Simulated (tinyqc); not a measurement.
Same peak temperature, different pulse lengths: millisecond and nanosecond annealing: surface heating, thermal budget and solid-phase regrowth. Computed by tinyqc, a small Python program. Command: `OMP_NUM_THREADS=1 python tinyqc.py 3026664 3026665 out.jsonl flash walk`. One thread of a shared host (Intel(R) Xeon(R) Processor @ 2.30GHz), about 0.01 s of CPU time with the checks.

A square pulse heats the surface of a thick wafer with constant thermal properties; losses by radiation are neglected and silicon melts at 1414 C.

Inputs (values chosen for the exercise, modelled on hot silicon with phosphorus):

| quantity | value | unit |
|---|---|---|
| incident fluence | 4.07 | J/cm^2 |
| pulse length t_p | 8.8e-05 | s |
| reflectance R | 0.45 | - |
| thermal conductivity k | 0.23 | W/(cm K) |
| heat capacity per volume c | 2.17 | J/(cm^3 K) |
| preheat temperature T0 | 800 | C |
| dopant prefactor D0 | 5.62 | cm^2/s |
| dopant activation energy E | 3.68 | eV |
| regrowth prefactor v0 | 3.9e+08 | cm/s |
| regrowth energy E_v | 2.7 | eV |
| amorphous layer | 16 | nm |

Source: scanned laser.

Constants: k_B = 8.617333262e-05 eV/K.

Method:
- Absorbed flux q = (1 - R) fluence/t_p; kappa = k/c. With f(z, t) = (2 q/k) sqrt(kappa t) ierfc(z/(2 sqrt(kappa t))), ierfc(x) = exp(-x^2)/sqrt(pi) - x erfc(x): T = T0 + f(z, t) during the pulse and T0 + f(z, t) - f(z, t - t_p) after it.
- At the surface the rise at the end of the pulse is 2 q sqrt(t_p/(pi k c)); the fluence that just melts the surface scales with (1414 - T0).
- Temperatures in kelvin are T(C) + 273.15.
- Integrate exp(-E/(k_B T(t))) at the surface from 0 to 10 t_p (Gauss-Legendre, 60 points in sqrt(t) up to t_p and 60 in sqrt(t - t_p) after it). (Dt) = D0 x integral with E; regrowth = v0 x integral with E_v; effective time = integral/exp(-E/(k_B T_peak)).
- For each t_p the flux is set so that the peak temperature stays the same: q sqrt(t_p) is fixed.

absorbed flux q = 25437.5 W/cm^2

kappa = 0.105991 cm^2/s

Pulses:

| t_p (s) | fluence (J/cm^2) | q (W/cm^2) | thermal length (um) | 2 sqrt(Dt) (nm) | regrowth (nm) |
|---|---|---|---|---|---|
| 1.00e-07 | 1.3720e-01 | 7.5460e+05 | 1.0295e+00 | 3.2585e-03 | 6.9168e-02 |
| 1.00e-06 | 4.3386e-01 | 2.3862e+05 | 3.2556e+00 | 1.0304e-02 | 6.9168e-01 |
| 1.00e-05 | 1.3720e+00 | 7.5460e+04 | 1.0295e+01 | 3.2585e-02 | 6.9168e+00 |
| 1.00e-04 | 4.3386e+00 | 2.3862e+04 | 3.2556e+01 | 1.0304e-01 | 6.9168e+01 |
| 3.00e-04 | 7.5147e+00 | 1.3777e+04 | 5.6389e+01 | 1.7847e-01 | 2.0751e+02 |
| 1.00e-03 | 1.3720e+01 | 7.5460e+03 | 1.0295e+02 | 3.2585e-01 | 6.9168e+02 |
| 3.00e-03 | 2.3764e+01 | 4.3567e+03 | 1.7832e+02 | 5.6438e-01 | 2.0751e+03 |
| 1.00e-02 | 4.3386e+01 | 2.3862e+03 | 3.2556e+02 | 1.0304e+00 | 6.9168e+03 |

Fluence and diffusion length grow as sqrt(t_p), regrowth as t_p. The layer of 16 nm regrows from t_p = 0.0001 s on among these rows, at a diffusion length of 0.10 nm. Caution: amorphous silicon melts some 200 to 250 K below the crystal, which matters for the short pulses that reach the peak before regrowth. Caution: the shortest pulses need a source absorbed within their thermal length, and the longest also heat the back of the wafer, which the thick-wafer formula leaves out. Caution: seconds at the preheat temperature would regrow the layer before any pulse.

Extremes, crossings and ranges named in words are read from the listed rows.
